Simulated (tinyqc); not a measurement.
Worked calculation: grain growth, pinning, strength and diffusional creep of a polycrystal or thin film. Computed by tinyqc, a small Python program that keeps every step. Command: `OMP_NUM_THREADS=1 python tinyqc.py 3011518 3011519 out.jsonl grain walk`. One thread of a shared host (Intel(R) Xeon(R) Processor @ 2.30GHz), about 0.01 s of CPU time with the checks. Intermediate numbers are printed to about 6 digits and carried at full precision; extremes and crossings named in words are read from the listed rows.

One mean grain size d describes the structure.

Inputs (values chosen for the exercise, modelled on tungsten):
```
quantity                                    value        unit
shear modulus G                               164         GPa
Burgers vector b                            2.741    angstrom
atomic volume Omega                         15.85  angstrom^3
boundary energy gamma                         1.2       J/m^2
mobility prefactor M0                     1.7e-06   m^4/(J s)
activation energy of boundary motion Q_m     4.79          eV
anneal temperature T                         1985           K
anneal time t                                 160           s
initial grain size d0                          39          nm
particle volume fraction f                 0.0064           -
particle radius r                             7.2          nm
friction stress sigma_0                       620         MPa
Hall-Petch slope k_y                         0.75   MPa m^0.5
lattice diffusion energy Q_l                 5.49          eV
boundary diffusion energy Q_b                3.68          eV
lattice prefactor D0                      3.2e-05       m^2/s
boundary prefactor delta D0b              1.2e-15       m^3/s
applied stress sigma                           13         MPa
service temperature T_c                      1079           K
```

Sample: bulk.

Constants: k_B = 8.617333262e-05 eV/K; k_B = 1.380649e-23 J/K.

## Mobility and the sizes at which growth stops

M = M0 exp(-Q_m/(k_B T)). The driving pressure is 2 gamma/d. Zener pinning pressure 3 f gamma/(2 r) stops growth at d_Z = 4 r/(3 f). The limit is d_lim = d_Z.

mobility M = 1.17211e-18 m^4/(J s)

Zener size d_Z = 1500 nm

limit d_lim = 1500 nm

## Grain size after the anneal

dd/dt = 2 M gamma (1/d - 1/d_lim) integrates to 2 M gamma t = d_lim (d0 - d) + d_lim^2 ln[(d_lim - d0)/(d_lim - d)]; without pinning d^2 = d0^2 + 4 M gamma t.

size without pinning = 49.2055 nm

grain size d = 48.9355 nm

Pinning holds d to 99 % of the free value.

## Yield stress

Hall-Petch term k_y/sqrt(d). Orowan term 3.06 x 0.4 G b ln(2 rbar/b)/(pi lambda sqrt(1 - nu)) with nu = 1/3, rbar = sqrt(2/3) r, lambda = rbar (sqrt(pi/f) - 2). The terms are added to sigma_0.

Hall-Petch term = 3390.39 MPa

Orowan term = 680.441 MPa

yield stress = 4690.83 MPa

The largest term is the Hall-Petch one. The anneal changed the Hall-Petch term from 3798 to 3390 MPa.

## Diffusional creep at T_c

Nabarro-Herring rate = 14 sigma Omega D_l/(k_B T d^2), D_l = D0 exp(-Q_l/(k_B T)); Coble rate = 14 pi sigma Omega delta D_b/(k_B T d^3), delta D_b = delta D0b exp(-Q_b/(k_B T)); they are equal at d_x = pi delta D_b/D_l.

Nabarro-Herring rate = 5.89227e-17 1/s

Coble rate = 4.03611e-11 1/s

crossover size d_x = 33520.0 micrometre

time to 1 % strain = 2.47763e+08 s

Boundary diffusion carries the creep, by a factor 680000.

## Strength against creep resistance

Hall-Petch term k_y/sqrt(d).

At T_c and sigma:
```
d (nm)  Hall-Petch term (MPa)  Nabarro-Herring (1/s)  Coble (1/s)  time to 1 % (s)
30                    4330.13            1.56779e-16  1.75174e-10      5.70859e+07
100                   2371.71            1.41101e-17  4.72971e-12      2.11429e+09
300                   1369.31            1.56779e-18  1.75174e-13      5.70855e+10
1000                   750.00            1.41101e-19  4.72971e-15      2.11423e+12
3000                   433.01            1.56779e-20  1.75174e-16      5.70809e+13
10000                  237.17            1.41101e-21  4.72971e-18      2.11367e+15
100000                  75.00            1.41101e-23  4.72971e-21      2.10801e+18
```

From 100 micrometre to 30 nm grains the Hall-Petch term grows 58 times, while the time to 1 % strain shrinks by 10.6 decades. Coble creep rules in 7 of the seven rows (d_x is a millimetre or more). Fine grains resist slip but creep fast. The Hall-Petch value at 30 nm is at the edge of that law.

## Growth with time

The formulas are those given above.

At T:
```
t (s)     free growth (nm)  pinned growth (nm)   d/d_lim
1.20e+03             90.95               89.27  0.059510
4.00e+03            155.00              149.79  0.099860
1.20e+04            262.74              247.68  0.165119
4.00e+04            475.99              427.05  0.284702
1.20e+05            822.59              679.62  0.453082
4.00e+05           1500.66             1047.72  0.698483
1.20e+06           2598.63             1365.40  0.910267
4.00e+06           4744.06             1496.28  0.997518
```

The apparent exponent d ln d/d ln t of the pinned growth is at most about 0.46, below the ideal 1/2, and falls to 0.076 in the last rows: pinning hides it late.

Checks made by the program: d against numerical integration (relative difference 6e-10).
